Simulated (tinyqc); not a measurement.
What each parameter does: heterojunction of two tight-binding chains.

Left chain: hopping -t1, sites at 2 t1 (band bottom 0). Right chain: hopping -t2, sites at dE + 2 t2 (bottom dE). t = c/(m a^2), c = hbar^2/2m0. The bond across the interface is -tc with tc = f sqrt(t1 t2), and the last left site has the extra energy U. In a chain E = bottom + 2t (1 - cos(ka)); the surface Green function of a half chain is g = -exp(ika)/t, with Im k > 0 where cos(ka) > 1.

Constants: hbar^2/2m0 = 3.80998211 eV angstrom^2.

Inputs chosen for the exercise (masses and offset of the size met at InGaAs / InAlAs; not measured data):
```
symbol  value  unit      meaning
a       4      angstrom  site spacing
m1      0.043  m0        mass on the left
m2      0.082  m0        mass on the right
dE      0.54   eV        band offset
f       0.89             factor on the interface hopping
U       0      eV        extra energy on the last left site
E       0.592  eV        electron energy
```

T = 4 Im(S1) Im(S2) |G|^2 with G = 1/(E - 2 t1 - U - S1 - S2), S1 = -t1 exp(i k1 a), S2 = -(tc^2/t2) exp(i k2 a).

Results for these values:
```
case       T    k1 a    k2 a
base  0.6512  0.3284  0.1339
```

What happens to each result for f = 0.801, all else kept?

Answer: T falls from 0.6512 to 0.4200; k1 a does not change at the printed digits; k2 a does not change at the printed digits.

The same for each parameter in turn:
```
case                   T    k1 a    k2 a
base              0.6512  0.3284  0.1339
m1 = 0.0516 m0    0.6408  0.3601  0.1339
m2 = 0.0984 m0    0.6831  0.3284  0.1467
dE = 0.49 eV      0.7641  0.3284  0.1877
f = 0.801         0.4200  0.3284  0.1339
U = 0.2 eV        0.6132  0.3284  0.1339
a = 3.2 angstrom  0.5852  0.2623  0.1071
```

tinyqc: `OMP_NUM_THREADS=1 python tinyqc.py 1450645 1450646 out.jsonl`; about 0.01 s, one thread, shared Intel(R) Xeon(R) Processor @ 2.30GHz.
